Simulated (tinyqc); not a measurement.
Grain-boundary trapping model (Seto) of a polycrystalline semiconductor film: one step, computed by the program tinyqc.

Grains of equal size L are joined by thin boundaries with one trap level. Trapped carriers deplete a width W on each side and raise a barrier, crossed by thermionic emission. Dopants are fully ionised, statistics are non-degenerate and mu_g does not depend on T.

Problem. Barrier. N_c(T) = N_c (T/300 K)^(3/2). Filled traps Q = Q_t/(1 + (1/2) exp((E_t* - E_F)/k_B T)), where E_t* = e V_B - E_t and E_F are counted from the band edge at the grain centre. Partial depletion: Q = 2 N W, V_B = e N W^2/(2 eps eps_0), E_F = k_B T ln(N/N_c); solve for W. If that W would exceed L/2 the grain is fully depleted: W = L/2, Q = N L, and E_F follows from the trap equation. Centre density n_0 = N_c exp(E_F/k_B T).

Inputs (values chosen for the exercise, modelled on polycrystalline silicon):
```
quantity,value,unit
permittivity eps,11.7,-
"effective density of states at 300 K, N_c",1.9e+19,1/cm^3
grain size L,150,nm
trap density Q_t,1.1e+12,1/cm^2
trap level E_t below the band edge,0.54,eV
doping N,1.3e+16,1/cm^3
temperature T,350,K
```

Grain interior: neglected.

Constants: k_B = 8.617333262e-05 eV/K; e = 1.602176634e-19 C; eps_0 = 8.8541878128e-12 F/m.

Give: depletion width W; barrier V_B; E_F; centre density n_0.

Solution.

depletion width W = 75 nm

barrier V_B = 0.05655 V

E_F = -0.5507 eV

centre density n_0 = 2.819e+11 1/cm^3

The grain is fully depleted, and n_0 is 2.17e-5 of N.
